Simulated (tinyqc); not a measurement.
Inputs raised by 10 %, one at a time: minority-electron transport through the base of a bipolar transistor (Moll-Ross and Kroemer integrals). Computed by tinyqc, a small Python program. Command: `OMP_NUM_THREADS=1 python tinyqc.py 3028424 3028425 out.jsonl base sens`. One thread of a shared host (Intel(R) Xeon(R) Processor @ 2.30GHz), about 0.02 s of CPU time with the checks.

Low injection, one dimension, x from the emitter edge (0) to the collector edge (W), s = x/W. Recombination is treated as a small correction (valid for tau_B well below tau_n), computed from the stored charge.

Inputs (values chosen for the exercise, modelled on silicon):
```
quantity                                     value        unit
intrinsic density n_i at the emitter edge    1e+10      1/cm^3
base doping at the emitter edge N_0        3.9e+19      1/cm^3
base width W                                    32          nm
mu_min                                         150  cm^2/(V s)
mu_max                                        1380  cm^2/(V s)
N_ref                                      2.5e+17      1/cm^3
saturation velocity v_s                       0.71    1e7 cm/s
electron lifetime tau_n                         34          ns
emitter Gummel number G_E                  2.3e+14      s/cm^4
base-emitter voltage V_BE                     0.67           V
temperature T                                  300           K
doping ratio N_0/N(W)                           27           -
gap narrowing across the base dE_g             150         meV
```

Base doping profile: exponential. Gap grading: linear. Exit of the base: saturation velocity.

Constants: k_B = 8.617333262e-05 eV/K; e = 1.602176634e-19 C.

Method:
- N(x) = N_0 (ratio)^(-s); n_i(x)^2 = n_i^2 exp(s dE_g/k_B T); D(x) = (k_B T/e) mu, mu = mu_min + (mu_max - mu_min)/(1 + (N/N_ref)^0.7).
- With y(x) = N n_i^2/(D n_i(x)^2): base Gummel number G_B = int_0^W y dx + N(W) n_i^2/(v_s n_i(W)^2); J_C = e n_i^2 exp(e V_BE/k_B T)/G_B; n(x) = (J_C/e)(n_i(x)^2/(N n_i^2)) [int_x^W y dx + the same exit term]; transit time tau_B = (e/J_C) int n dx; trapezoid rule on 401 even points.
- Emitter-limited gain beta_E = G_E/G_B; recombination-limited gain beta_R = tau_n/tau_B; 1/beta = 1/beta_E + 1/beta_R; f_T from the base alone = 1/(2 pi tau_B).

Runs; columns: (1) input moved; (2) from; (3) to; (4) base transit time tau_B (ps); (5) current gain beta; (6) collector current density J_C (A/cm^2); (7) base Gummel number G_B (s/cm^4):
```
(1)                                               (2)       (3)     (4)    (5)    (6)        (7)
base run                                            -         -  0.1954  84.53  1.061  2.720e+12
base doping at the emitter edge N_0 (1/cm^3)  3.9e+19  4.29e+19  0.1989  75.76  0.951  3.035e+12
base width W (nm)                                  32      35.2  0.2309  76.84  0.965  2.992e+12
doping ratio N_0/N(W)                              27      29.7  0.1917  85.51  1.073  2.688e+12
gap narrowing across the base dE_g (meV)          150       165  0.1850  89.60  1.125  2.566e+12
mu_max (cm^2/(V s))                              1380      1518  0.1890  86.69  1.088  2.652e+12
electron lifetime tau_n (ns)                       34      37.4  0.1954  84.53  1.061  2.720e+12
saturation velocity v_s (1e7 cm/s)               0.71     0.781  0.1909  84.53  1.061  2.720e+12
```

Exponents ln(y'/y) / ln(x'/x):
```
input                                base transit time tau_B  current gain beta  collector current density J_C  base Gummel number G_B
base doping at the emitter edge N_0                    0.187             -1.150                         -1.150                   1.150
base width W                                           1.755             -1.000                         -1.000                   1.000
doping ratio N_0/N(W)                                 -0.201              0.121                          0.121                  -0.121
gap narrowing across the base dE_g                    -0.574              0.611                          0.611                  -0.611
mu_max                                                -0.345              0.265                          0.265                  -0.265
electron lifetime tau_n                                0.000              0.000                          0.000                   0.000
saturation velocity v_s                               -0.245              0.000                          0.000                   0.000
```

To which inputs is each result most sensitive?

Among the inputs moved here: base transit time tau_B answers most in size to base width W (exponent +1.755), next to gap narrowing across the base dE_g (-0.574); its exponent is below 0.0005 for electron lifetime tau_n. Current gain beta answers most in size to base doping at the emitter edge N_0 (exponent -1.150), next to base width W (-1.000); its exponent is below 0.0005 for electron lifetime tau_n, saturation velocity v_s. Its exponent -1.000 in base width W: emitter-limited gain, or recombination with a transit time limited by the exit velocity. Collector current density J_C answers most in size to base doping at the emitter edge N_0 (exponent -1.150), next to base width W (-1.000); its exponent is below 0.0005 for electron lifetime tau_n, saturation velocity v_s. Base Gummel number G_B answers most in size to base doping at the emitter edge N_0 (exponent +1.150), next to base width W (+1.000); its exponent is below 0.0005 for electron lifetime tau_n, saturation velocity v_s. Its exponent +1.000 in base width W: G_B counts dopants per area.

Caution (all rows): the mean velocity exceeds v_s, so drift-diffusion with a low-field mobility overstates the speed.

Extremes, crossings and ranges named in words are read from the listed rows.
